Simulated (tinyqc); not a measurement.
From results back to parameters: phonon-assisted absorption at an indirect gap. Three cases, with inputs chosen for the exercise.

Problem. A slab transmits Tr = (1 - R)^2 x/(1 - R^2 x^2) with x = exp(-alpha d) and R = ((nr - 1)/(nr + 1))^2.

Case 1.

Values chosen (out of a larger set: loosely those of SiGe at room temperature; Eg is not tied to T; not measured data): nr = 3.81 (refractive index); d = 19 micrometre (thickness).

Tr = 0.297493

Case 2.

Values chosen (out of a larger set: loosely those of Si at room temperature; Eg is not tied to T; not measured data): nr = 3.58 (refractive index); d = 1.9 micrometre (thickness).

Tr = 0.444507

Case 3.

Values chosen (out of a larger set: loosely those of Si at room temperature; Eg is not tied to T; not measured data): nr = 3.64 (refractive index); d = 56 micrometre (thickness).

Tr = 0.00672802

Find: x; alpha.

Solution. Tr R^2 x^2 + (1 - R)^2 x - Tr = 0; take the positive root, then alpha = -ln(x)/d.

Case 1.

x = 0.6517
alpha = 225 1/cm

Case 2.

x = 0.8795
alpha = 676 1/cm

Case 3.

x = 0.01471
alpha = 753 1/cm

Computed by tinyqc, one run a case: `OMP_NUM_THREADS=1 python tinyqc.py N N+1 out.jsonl` with N = 1651397, 1651452, 1651469; one thread of a shared Intel(R) Xeon(R) Processor @ 2.30GHz, about 0.01 s a run at most.
